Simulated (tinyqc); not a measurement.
Thin-body transistor below threshold, two-dimensional Poisson equation on a small mesh: one step of the calculation.

A thin body on a thick buried insulator of low permittivity, taken as carrying no normal field at the bottom of the body (row 0). Mobile charge is neglected (subthreshold), the body is fully depleted, and potentials are counted from the intrinsic level; rows run upward to the gate, columns from source to drain.

Question. Coefficients of the five-point equations. Mesh: rows i = 0..2 in the semiconductor (step hs = tb/2, row 2 on the interface), then 1 step(s) ho = tox/1 up to the gate row 3; columns j = 0..5 (step hy = L/5). Box integration, divided by eps0: up_i = eps hy/h of the interval above row i, dn_i = that of the interval below (0 for row 0), lat_i = (sum of eps h/2 over the intervals above and below)/hy, s_i = -q Na w_i hy/eps0 with w_i the semiconductor height of the box (hs/2 for row 0 and the interface row, hs between, 0 in the insulator). Each free node obeys (up + dn + 2 lat) psi = up psi(above) + dn psi(below) + lat [psi(left) + psi(right)] + s.

Values chosen for this exercise; semiconductor permittivity close to that of silicon:
- eps_r = 11.6 (relative permittivity of the semiconductor)
- eox = 7.5 (relative permittivity of the insulator)
- tb = 5 nm (body thickness)
- tox = 3.3 nm (insulator thickness)
- L = 46 nm (channel length)
- Na = 0 cm^-3 (acceptor density of the depleted body)

Constants: q = 1.602176634e-19 C, eps0 = 8.8541878128e-14 F/cm where lengths are in cm. Results are converted to the units shown.

Give: up; dn; lat; s.

Answer.

```
row     up     dn    lat  s (V)
0    42.69      0  1.576      0
1    42.69  42.69  3.152      0
2    20.91  42.69  2.921      0
```

tinyqc, about 0.1 s, one thread, Intel Xeon 2.30GHz (shared host): `OMP_NUM_THREADS=1 python tinyqc.py 2480170 2480171 out.jsonl`
